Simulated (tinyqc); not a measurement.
Mesh and choice of bands: charge neutrality level from zone-averaged pseudopotential bands.

Empirical pseudopotential on the fcc lattice, atoms at +/- tau, tau = a (1,1,1)/8, no spin-orbit coupling. H(G,G') = c (2 pi/a)^2 |k + G|^2 delta + VS(q) cos(q.tau) + i VA(q) sin(q.tau), q = G - G', c = hbar^2/2m0; k and G in units of 2 pi/a; VS at |q|^2 = 3, 8, 11 and VA at 3, 4, 11, in rydberg, zero elsewhere. At each k the basis holds all G with |k + G|^2 up to 16; energies are counted from the fourth level at Gamma.

Mesh: k = sum_i (n_i + 1/2)/N b_i, n_i = 0 ... N - 1, b = (-1,1,1), (1,-1,1), (1,1,-1); points with the same sorted |kx|, |ky|, |kz| after folding to the shortest k + G are joined, with their count as weight. Neutrality (branch-point) level: E_N = (1/2) mean over k of [E5 + (E3 + E4)/2], E_n the n-th level from below.

Constants: hbar^2/2m0 = 3.80998211 eV angstrom^2; Ry = 13.60569312 eV.

Values chosen for the exercise: a = 6.128 angstrom (lattice constant); VS = (-0.217, 0, 0.049) Ry (symmetric form factors); VA = (0.06, 0.05, 0.009) Ry (antisymmetric form factors).

E_N with E5 alone, and with (E5 + E6)/2 in its place.

Results:
```
N  joined points  E_N (eV)  E_N, two conduction bands (eV)
1              1    0.4126                          1.2176
2              2    0.5395                          1.1463
3              6    0.7107                          1.0518
4             10    0.6889                          1.0688
5             19    0.6976                          1.0617
```

What does the comparison show, and why?

For scale, the lowest gap of this set is 0.72 eV. Against N = 5 the errors are -285, -158, +13 and -9 meV for N = 1 to 4 (N = 1 is the L point alone). Taking the second conduction band in moves E_N by +0.36 eV, more than the mesh error at N = 2: the definition, not the mesh, limits the estimate. Local form factors place the indirect gaps only to a few tenths of an eV, and E_N moves with them.

Program tinyqc; command `OMP_NUM_THREADS=1 python tinyqc.py 1850804 1850805 out.jsonl`; about 0.08 s on one thread of a shared Intel(R) Xeon(R) Processor @ 2.30GHz.
